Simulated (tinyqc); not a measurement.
## Resonant-tunnelling diode, transfer matrices and Tsu-Esaki current: effect of temperature at two biases

Emitter (band edge 0), barrier d1, well Lw, barrier d2, collector (edge -V). The bias drops linearly over these layers and none in the contacts; each layer is cut into ns equal slices, flat at the value of their centres. E is the energy of motion across the layers, C = hbar^2/(2 m0), psi and psi'/m are continuous. Transport is coherent, T(E) is taken as independent of the transverse momentum, and charge in the well is ignored.

The current at V = 0.331 V and at V = 0.506 V, Ef held fixed. For the pair (psi, psi'/m) a flat layer has M = [[cos kd, (m/k) sin kd], [-(k/m) sin kd, cos kd]] with k = sqrt(m (E - U)/C) above its edge U, and M = [[cosh Kd, (m/K) sinh Kd], [(K/m) sinh Kd, cosh Kd]] with K = sqrt(m (U - E)/C) below it. Later slices stand to the left. With M acting on (psi, psi'/m) and v = k/m in each lead, T(E) = 4 vL vR/[(vL vR M12 - M21)^2 + (vR M11 + vL M22)^2]. J = J0 times the integral over E > 0 of T(E) N(E), N = ln[(1 + exp((Ef - E)/Vt))/(1 + exp((Ef - V - E)/Vt))], J0 = q^2 mw m0 kB T/(2 pi^2 hbar^3) (times 1e-4 for A/cm^2 per eV). The integral is converged to the digits shown.

Inputs (values chosen for the exercise); masses and offsets of a made-up heterostructure: mass in the well, spacer and contacts mw = 0.033 m0; barrier height U1 = 1.5 eV; barrier mass m1 = 0.16 m0; emitter barrier d1 = 0.8 nm; well width Lw = 4.2 nm; collector barrier d2 = 0.8 nm; slices in each layer ns = 2; Fermi energy of both contacts above their band edges Ef = 0.084 eV.

Constants: q = 1.602176634e-19 C, kB = 1.380649e-23 J/K, hbar = 1.054571817e-34 J s, m0 = 9.1093837015e-31 kg, Vt = kB T/q, hbar^2/(2 m0) = 0.0380998212 eV nm^2. Results are converted to the units shown.

Result of one run:
```
T (K)	J at 0.331 V (kA/cm^2)	J at 0.506 V (kA/cm^2)	ratio
150	311.5	7.388	42.16
```

What becomes of these results when the temperature T is changed from 150 to 400 K, all else the same?

Result of the changed run:
```
T (K)	J at 0.331 V (kA/cm^2)	J at 0.506 V (kA/cm^2)	ratio
400	351.4	10.42	33.72
```

The whole series:
```
T (K)	J at 0.331 V (kA/cm^2)	J at 0.506 V (kA/cm^2)	ratio
40	308.5	6.892	44.77
77	309.0	6.995	44.17
150	311.5	7.388	42.16
220	317.8	7.995	39.75
300	330.1	8.933	36.95
400	351.4	10.42	33.72
```

The first current rises from 309 to 351 kA/cm^2, the second rises from 6.89 to 10.4 kA/cm^2, and their ratio falls from 44.8 to 33.7.

Computed by the program tinyqc: `OMP_NUM_THREADS=1 python tinyqc.py 2600139 2600140 out.jsonl`, one thread of a shared Intel Xeon 2.30GHz, about 0.1 s for the whole run.
